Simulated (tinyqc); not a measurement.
Inside a calculation. Method: RKS/PBE in the 3-21g basis, for H2, spin multiplicity 1. Computed by tinyqc, a small Python program that keeps every step (integrals from PySCF). Settings: charge = 0, multiplicity = 1, basis = 3-21g, energy threshold = 1e-08, iteration cap = 61, orthogonalisation = symmetric, start = core, DIIS depth = 3, DIIS from iteration = 3, method = RKS, functional = pbe,pbe, grid = [15, 14]. Command: `OMP_NUM_THREADS=1 python tinyqc.py 27234 27235 out.jsonl` (the two numbers bound the seeds that draw the settings). One thread of a shared host (Intel(R) Xeon(R) Processor @ 2.60GHz), about 0.1 s of CPU time with the checks. Later iterations appear only in the table of the cycle.

## One-electron integrals

Geometry (angstrom):
```
atom         x         y         z
H     0.000000  0.000000  0.000000
H     0.000000  0.000000  1.453000
```

Basis 3-21g: exponents (1/bohr^2) and contraction coefficients of normalised primitives:
```
element  l (shell)  exponent  coefficient
H            s (1)  5.447178     0.156285
H            s (1)  0.824547     0.904691
H            s (2)  0.183192     1.000000
```

Overlap, kinetic and nuclear-attraction integrals over the contracted functions; the nuclear repulsion is the sum of Za Zb / Rab.

nuclear repulsion = 0.36419629 hartree

overlap S, lower triangle:
```
          1H 1s     1H 2s     2H 1s     2H 2s
1H 1s  1.000000
1H 2s  0.645899  1.000000
2H 1s  0.037279  0.206646  1.000000
2H 2s  0.206646  0.501292  0.645899  1.000000
```

kinetic energy T (hartree), lower triangle:
```
           1H 1s     1H 2s     2H 1s     2H 2s
1H 1s   1.549405
1H 2s   0.293152  0.274788
2H 1s  -0.052459  0.022458  1.549405
2H 2s   0.022458  0.074332  0.293152  0.274788
```

nuclear attraction V (hartree), lower triangle:
```
           1H 1s      1H 2s      2H 1s      2H 2s
1H 1s  -2.085114
1H 2s  -1.017875  -1.040371
2H 1s  -0.054468  -0.320970  -2.085114
2H 2s  -0.320970  -0.555076  -1.017875  -1.040371
```

core Hamiltonian H = T + V (hartree), lower triangle:
```
           1H 1s      1H 2s      2H 1s      2H 2s
1H 1s  -0.535709
1H 2s  -0.724723  -0.765583
2H 1s  -0.106927  -0.298511  -0.535709
2H 2s  -0.298511  -0.480743  -0.724723  -0.765583
```

## Two-electron integrals

Functions are numbered as in S; the eight-fold symmetry (ij|kl) = (ji|kl) = (kl|ij) leaves the list below.

Two-electron integrals (ij|kl) in chemists' order, unique and non-zero (hartree):
```
(11|11) 1.140145   (21|11) 0.611403   (21|21) 0.345152   (22|11) 0.626370
(22|21) 0.380329   (22|22) 0.482957   (31|11) 0.025432   (31|21) 0.015481
(31|22) 0.019346   (31|31) 0.001417   (32|11) 0.090473   (32|21) 0.057712
(32|22) 0.082520   (32|31) 0.005919   (32|32) 0.034954   (33|11) 0.364092
(33|21) 0.234833   (33|22) 0.352749   (33|31) 0.025432   (33|32) 0.184889
(33|33) 1.140145   (41|11) 0.184889   (41|21) 0.105704   (41|22) 0.118998
(41|31) 0.005919   (41|32) 0.022261   (41|33) 0.090473   (41|41) 0.034954
(42|11) 0.262398   (42|21) 0.162454   (42|22) 0.216902   (42|31) 0.011537
(42|32) 0.056726   (42|33) 0.262398   (42|41) 0.056726   (42|42) 0.121364
(43|11) 0.234833   (43|21) 0.151133   (43|22) 0.225110   (43|31) 0.015481
(43|32) 0.105704   (43|33) 0.611403   (43|41) 0.057712   (43|42) 0.162454
(43|43) 0.345152   (44|11) 0.352749   (44|21) 0.225110   (44|22) 0.329047
(44|31) 0.019346   (44|32) 0.118998   (44|33) 0.626370   (44|41) 0.082520
(44|42) 0.216902   (44|43) 0.380329   (44|44) 0.482957
```

## Orthogonalisation

S = U s U^T; symmetric (Loewdin) form X = U s^(-1/2) U^T, so that X^T S X = 1.

eigenvalues of S: 0.233955  0.385736  1.227474  2.152835

X, lower triangle:
```
           1H 1s      1H 2s      2H 1s     2H 2s
1H 1s   1.240373
1H 2s  -0.481495   1.390475
2H 1s   0.027367   0.033506   1.240373
2H 2s   0.033506  -0.366561  -0.481495  1.390475
```

## Starting guess

The start is the orbitals of the core Hamiltonian; D = 2 C_occ C_occ^T.

D at the start, lower triangle:
```
          1H 1s     1H 2s     2H 1s     2H 2s
1H 1s  0.150890
1H 2s  0.217823  0.314447
2H 1s  0.150890  0.217823  0.150890
2H 2s  0.217823  0.314447  0.217823  0.314447
```

## Iteration 1: exchange-correlation on the grid

Becke grid with 15 radial and 14 angular points per atom, points of zero weight dropped. rho = sum D_ij phi_i phi_j; V_xc,ij = sum w v_xc phi_i phi_j plus the gradient terms; v_xc is d(rho eps)/d rho at fixed gradient.

The 12 grid points with the largest w rho, of 412 (bohr, atomic units):
```
x                  y         z         w       rho  |grad rho|^2     eps_xc       v_xc
0.000000    0.000000  1.169038  0.354188  0.065697      0.000956  -0.348296  -0.454472
0.000000    0.000000  1.576734  0.354188  0.065697      0.000956  -0.348296  -0.454472
-0.951410  -0.951410  0.951410  1.140535  0.019348      0.001044  -0.249927  -0.291205
-0.951410   0.951410  0.951410  1.140535  0.019348      0.001044  -0.249927  -0.291205
0.951410   -0.951410  0.951410  1.140535  0.019348      0.001044  -0.249927  -0.291205
0.951410    0.951410  0.951410  1.140535  0.019348      0.001044  -0.249927  -0.291205
-0.951410  -0.951410  1.794362  1.140535  0.019348      0.001044  -0.249927  -0.291205
0.951410   -0.951410  1.794362  1.140535  0.019348      0.001044  -0.249927  -0.291205
-0.951410   0.951410  1.794362  1.140535  0.019348      0.001044  -0.249927  -0.291205
0.951410    0.951410  1.794362  1.140535  0.019348      0.001044  -0.249927  -0.291205
-0.674944   0.674944  0.674944  0.520953  0.041450      0.004884  -0.310186  -0.376159
-0.674944  -0.674944  0.674944  0.520953  0.041450      0.004884  -0.310186  -0.376159
```

electrons on the grid, sum of w rho = 2.006010

E_xc = sum of w rho eps_xc = -0.58370511 hartree

V_xc (hartree), lower triangle:
```
           1H 1s      1H 2s      2H 1s      2H 2s
1H 1s  -0.503908
1H 2s  -0.271460  -0.286977
2H 1s  -0.015527  -0.086762  -0.503908
2H 2s  -0.086762  -0.156964  -0.271460  -0.286977
```

## Iteration 1: building the Kohn-Sham matrix

J_ij = sum D_kl (ij|kl); F = H + J + V_xc; E = tr D H + tr D J / 2 + E_xc + E_nn.

Coulomb J (hartree), lower triangle:
```
          1H 1s     1H 2s     2H 1s     2H 2s
1H 1s  1.196171
1H 2s  0.712302  0.896866
2H 1s  0.046170  0.238494  1.196171
2H 2s  0.238494  0.486371  0.712302  0.896866
```

Kohn-Sham matrix F (hartree), lower triangle:
```
           1H 1s      1H 2s      2H 1s      2H 2s
1H 1s   0.156554
1H 2s  -0.283881  -0.155694
2H 1s  -0.076284  -0.146779   0.156554
2H 2s  -0.146779  -0.151337  -0.283881  -0.155694
```

total energy of this density = -1.05216489 hartree

## Iteration 1: diagonalisation and new density

Diagonalise F' = X^T F X, C = X C', fill 1 alpha and 1 beta electrons from the bottom; D = 2 C_occ C_occ^T. Each column has its largest component positive (the first on a tie).

F' = X^T F X (hartree), lower triangle:
```
           1          2          3         4
1   0.534646
2  -0.510142   0.192867
3   0.021913  -0.040062   0.534646
4  -0.040062  -0.103558  -0.510142  0.192867
```

orbital energies (hartree): MO1 -0.274816, MO2 -0.077782, MO3 0.886939, MO4 0.920684

coefficients C:
```
            MO1        MO2        MO3        MO4
1H 1s  0.230561   0.249289  -0.897864   0.922372
1H 2s  0.428946   0.745229   1.058695  -0.663741
2H 1s  0.230561  -0.249289   0.897864   0.922372
2H 2s  0.428946  -0.745229  -1.058695  -0.663741
```

D after iteration 1, lower triangle:
```
          1H 1s     1H 2s     2H 1s     2H 2s
1H 1s  0.106317
1H 2s  0.197796  0.367989
2H 1s  0.106317  0.197796  0.106317
2H 2s  0.197796  0.367989  0.197796  0.367989
```

## Iteration 2: exchange-correlation on the grid

As before.

The 12 grid points with the largest w rho, of 412 (bohr, atomic units):
```
x                  y         z         w       rho  |grad rho|^2     eps_xc       v_xc
-0.951410  -0.951410  1.794362  1.140535  0.020750      0.001015  -0.252727  -0.301765
0.951410   -0.951410  1.794362  1.140535  0.020750      0.001015  -0.252727  -0.301765
0.951410    0.951410  1.794362  1.140535  0.020750      0.001015  -0.252727  -0.301765
-0.951410   0.951410  1.794362  1.140535  0.020750      0.001015  -0.252727  -0.301765
0.951410   -0.951410  0.951410  1.140535  0.020750      0.001015  -0.252727  -0.301765
0.951410    0.951410  0.951410  1.140535  0.020750      0.001015  -0.252727  -0.301765
-0.951410   0.951410  0.951410  1.140535  0.020750      0.001015  -0.252727  -0.301765
-0.951410  -0.951410  0.951410  1.140535  0.020750      0.001015  -0.252727  -0.301765
0.000000    0.000000  1.576734  0.354188  0.064247      0.000635  -0.345898  -0.451464
0.000000    0.000000  1.169038  0.354188  0.064247      0.000635  -0.345898  -0.451464
0.674944    0.674944  2.070828  0.520953  0.040997      0.003874  -0.307086  -0.379114
-0.674944   0.674944  2.070828  0.520953  0.040997      0.003874  -0.307086  -0.379114
```

electrons on the grid, sum of w rho = 2.009825

E_xc = sum of w rho eps_xc = -0.55740206 hartree

V_xc (hartree), lower triangle:
```
           1H 1s      1H 2s      2H 1s      2H 2s
1H 1s  -0.487774
1H 2s  -0.266551  -0.289179
2H 1s  -0.015402  -0.085582  -0.487774
2H 2s  -0.085582  -0.158652  -0.266551  -0.289179
```

## Iteration 2: building the Kohn-Sham matrix

As before.

Coulomb J (hartree), lower triangle:
```
          1H 1s     1H 2s     2H 1s     2H 2s
1H 1s  1.162454
1H 2s  0.696592  0.885881
2H 1s  0.045369  0.233720  1.162454
2H 2s  0.233720  0.480616  0.696592  0.885881
```

Kohn-Sham matrix F (hartree), lower triangle:
```
           1H 1s      1H 2s      2H 1s      2H 2s
1H 1s   0.138970
1H 2s  -0.294683  -0.168881
2H 1s  -0.076959  -0.150373   0.138970
2H 2s  -0.150373  -0.158779  -0.294683  -0.168881
```

total energy of this density = -1.05739721 hartree

## Iteration 2: diagonalisation and new density

As before.

F' = X^T F X (hartree), lower triangle:
```
           1          2          3         4
1   0.517382
2  -0.511770   0.182236
3   0.022045  -0.040178   0.517382
4  -0.040178  -0.105013  -0.511770  0.182236
```

orbital energies (hartree): MO1 -0.290051, MO2 -0.091640, MO3 0.874226, MO4 0.906701

coefficients C:
```
            MO1        MO2        MO3        MO4
1H 1s  0.232875   0.253325  -0.896733   0.921791
1H 2s  0.427279   0.740459   1.062037  -0.664815
2H 1s  0.232875  -0.253325   0.896733   0.921791
2H 2s  0.427279  -0.740459  -1.062037  -0.664815
```

D after iteration 2, lower triangle:
```
          1H 1s     1H 2s     2H 1s     2H 2s
1H 1s  0.108462
1H 2s  0.199005  0.365134
2H 1s  0.108462  0.199005  0.108462
2H 2s  0.199005  0.365134  0.199005  0.365134
```

## Iteration 5 (converged): orbitals

converged F (hartree), lower triangle:
```
           1H 1s      1H 2s      2H 1s      2H 2s
1H 1s   0.139805
1H 2s  -0.294159  -0.168227
2H 1s  -0.076926  -0.150198   0.139805
2H 2s  -0.150198  -0.158411  -0.294159  -0.168227
```

As before.

F' = X^T F X (hartree), lower triangle:
```
           1          2          3         4
1   0.518194
2  -0.511688   0.182771
3   0.022038  -0.040172   0.518194
4  -0.040172  -0.104944  -0.511688  0.182771
```

orbital energies (hartree): MO1 -0.289305, MO2 -0.090961, MO3 0.874831, MO4 0.907365

coefficients C:
```
            MO1        MO2        MO3        MO4
1H 1s  0.232778   0.253149  -0.896783   0.921815
1H 2s  0.427349   0.740667   1.061891  -0.664770
2H 1s  0.232778  -0.253149   0.896783   0.921815
2H 2s  0.427349  -0.740667  -1.061891  -0.664770
```

D after iteration 5, lower triangle:
```
          1H 1s     1H 2s     2H 1s     2H 2s
1H 1s  0.108371
1H 2s  0.198955  0.365254
2H 1s  0.108371  0.198955  0.108371
2H 2s  0.198955  0.365254  0.198955  0.365254
```

## Convergence

Stop when the energy changes by less than 1e-08 hartree and every element of the error matrix X^T (F D S - S D F) X is below 3e-05.

Course of the cycle:
```
iteration  E (hartree)     change  largest element of the error matrix
1          -1.05216489          -                             5.75e-02
2          -1.05739721  -5.23e-03                             3.00e-03
3          -1.05741163  -1.44e-05                             1.32e-04
4          -1.05741166  -2.78e-08                             5.86e-06
5          -1.05741166  -5.50e-11                             1.13e-10
```

PySCF RKS in the same basis, fine grid = -1.05719460 hartree

Converged in 5 iterations. The coarse grid moves the energy by -2.17e-04 hartree.

## Populations, bond orders and dipole

Mulliken: Z minus the diagonal of D S on the atom; Loewdin: the same with S^(1/2) D S^(1/2); Mayer order: 2 sum_s sum (D(s) S)_ij (D(s) S)_ji over the two atoms.

Charges (e):
```
atom  Mulliken  Loewdin
1H           0        0
2H           0        0
```

Mayer bond orders:
```
pair     order
2-1   1.000000
```

dipole moment about the origin, x y z (debye): 0.000000  0.000000  0.000000
